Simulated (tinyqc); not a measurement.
Potential step from the flux.

Inverse problem. On one interval J = (q mu Vt/hx) [nb B(d) - na B(-d)], B(d) = d/(exp(d) - 1), d = (psi_b - psi_a)/Vt. Find psi_b - psi_a, and the step at which J would vanish.

Inputs (values chosen for the exercise):
- T = 300 K (temperature)
- mu = 1360 cm^2/(V s) (electron mobility)
- na = 1.5e14 cm^-3 (density at the left node)
- nb = 2.4e15 cm^-3 (density at the right node)
- hx = 42 nm (node spacing)

Constants: q = 1.602176634e-19 C, kB = 1.380649e-23 J/K, Vt = kB T/q. Results are converted to the units shown.

J = 12117.131 A/cm^2

Solution. B(d) falls and B(-d) rises with d, so J falls steadily with the step and one value matches. J = 0 needs nb/na = exp(d), the Boltzmann ratio.

psi_b - psi_a = -0.09500 V
step for J = 0 = 0.07168 V

Numbers from tinyqc (`OMP_NUM_THREADS=1 python tinyqc.py 2220140 2220141 out.jsonl`; about 0.01 s on one thread of a shared Intel Xeon 2.30GHz).
